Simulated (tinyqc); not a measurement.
Strain-driven roughening and islands of a mismatched epitaxial film: one step, computed by the program tinyqc.

Film and substrate share isotropic elastic constants; the film is coherent and biaxially strained.

Question. Asaro-Tiller-Grinfeld instability. A ripple A cos(k x) has the surface chemical potential per volume [gamma k^2 - 2 (1 + nu) w k] A cos(k x), so k_c = 2 (1 + nu) w/gamma. With surface diffusion the amplitude grows at the rate q = B k^2 [2 (1 + nu) w k - gamma k^2], fastest at k_m = (3/4) k_c. B is the surface mobility.

Inputs (values chosen for the exercise, modelled on Si(0.5)Ge(0.5) on Si): Poisson ratio nu = 0.27; surface energy gamma = 1.19 J/m^2; surface mobility D_s nu_s Omega^2/(k_B T) = 9.6e-32 m^6/(J s).

Transport: surface diffusion.

energy density w = 91.95173 MJ/m^3

Give: k_c; critical wavelength; fastest wavelength; growth time 1/q at k_m.

Answer.

k_c = 0.1963 1/nm

critical wavelength = 32.01 nm

fastest wavelength = 42.68 nm

growth time 1/q at k_m = 0.05593 s
